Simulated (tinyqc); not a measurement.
Inside a calculation. Model: surface potential of a MOS transistor: implicit equation and explicit approximations.

Computed by the program tinyqc: `OMP_NUM_THREADS=1 python tinyqc.py 2122246 2122247 out.jsonl`, one thread of a shared Intel Xeon 2.30GHz, about 0.01 s for the whole run. Printed values are rounded.

p-type body, charge-sheet picture, depletion and inversion only, full ionisation (an idealisation for deep acceptors), Boltzmann statistics (rough once Na exp(x - xn) passes about Nc/7). In units of Vt: xg = (Vg - Vfb)/Vt, x = psi/Vt, G = gamma/sqrt(Vt), xn = (2 phiF + Vc)/Vt. The implicit equation is (xg - x)^2 = G^2 [x - 1 + exp(x - xn)] for x above about 3. Cox = eps0 eox/tox.

Inputs (values chosen for the exercise); band and dielectric values close to those of silicon:

| symbol | value | unit | meaning |
|---|---|---|---|
| T | 400 | K | temperature |
| Eg | 1.13 | eV | band gap |
| eps_r | 11.6 |  | relative permittivity |
| Nc | 4.33e19 | cm^-3 | conduction-band density of states at T |
| Nv | 4e19 | cm^-3 | valence-band density of states at T |
| eox | 21.9 |  | relative permittivity of the gate insulator (close to hafnium oxide) |
| tox | 24 | nm | insulator thickness |
| Na | 5.1e17 | cm^-3 | acceptor density |
| Vfb | -0.4 | V | flat-band voltage |
| Vc | 0 | V | channel-body voltage |
| Vg | 1.2 | V | gate-body voltage |

Constants: q = 1.602176634e-19 C, kB = 1.380649e-23 J/K, Vt = kB T/q, eps0 = 8.8541878128e-14 F/cm where lengths are in cm. Results are converted to the units shown.

Range of the model: The electron quasi-Fermi level lies less than 2 Vt below the band edge at the surface, or above it, where degeneracy and confinement, left out, matter.

## Scales

ni = sqrt(Nc Nv) exp(-Eg/(2 Vt)), Eg in volts; phiF = Vt ln(Na/ni); gamma = sqrt(2 q eps0 eps_r Na)/Cox; VT = Vfb + Vt (xn + G sqrt(xn - 1)).

phiF = 0.413271 V
gamma = 0.507081 V^0.5
G = 2.73124
xn = 23.9790
VT = 0.877835 V
xg = 46.4181

## Explicit approximation

Depletion value a = 1 + [sqrt(G^2/4 + xg - 1) - G/2]^2; inversion value b = xn + ln[(xg - xn)^2/G^2 - xn + 1] and first guess y = min(a, b) - ln(1 + exp(-|a - b|)) if a > xn + 1, else b = y = a; one second-order correction with D = exp(y - xn), p = 2 (xg - y) + G^2 (1 + D), w = (xg - y)^2 - G^2 (y - 1 + D): z = y + 2 w/(p + sqrt(p^2 - 2 (2 - G^2 D) w)), or the Newton step z = y + w/p where the root is not real.

a = 31.3672
b = 27.7749
y = 27.7478
p = 367.994
w = -174.144
z = 27.0799

The root of the implicit equation is x = 27.1429; y misses it by 0.60 and z by -0.063, in units of Vt.

## Starting value

x = y rounded to two decimals.

x at the start = 27.75

## Iteration 1: new x

D = exp(x - xn), f = (xg - x)^2 - G^2 (x - 1 + D), f' = -2 (xg - x) - G^2 (1 + D), x(new) = x - f/f'.

D = 43.4216
f = -174.962
f' = -368.708
x after iteration 1 = 27.2755

## Iteration 2: new x

As before.

D = 27.0160
f = -31.0992
f' = -247.276
x after iteration 2 = 27.1497

## Course of the iteration

Stop when the step is below 1e-11, or after 60 iterations.

Course of the iteration:
```
iteration,x before the step,step
1,27.75,-0.475
2,27.2755,-0.126
3,27.1497,-6.76e-3
4,27.1429,-1.80e-5
5,27.1429,-1.27e-10
6,27.1429,0
```

Converged in 6 iterations.

## Potential, charges and gate control

converged x = 27.1429

psi = Vt x; N_dep = Cox Vt G sqrt(x - 1)/q; N_inv = (Cox Vt G/q) [sqrt(x - 1 + exp(x - xn)) - sqrt(x - 1)]; dpsi/dVg = 1/[1 + G^2 (1 + exp(x - xn))/(2 (xg - x))].

psi = 0.935598 V
N_dep = 2.42740e12 cm^-2
N_inv = 9.2304e11 cm^-2
dpsi/dVg = 0.173242

psi lies 3.2 Vt above 2 phiF + Vc.
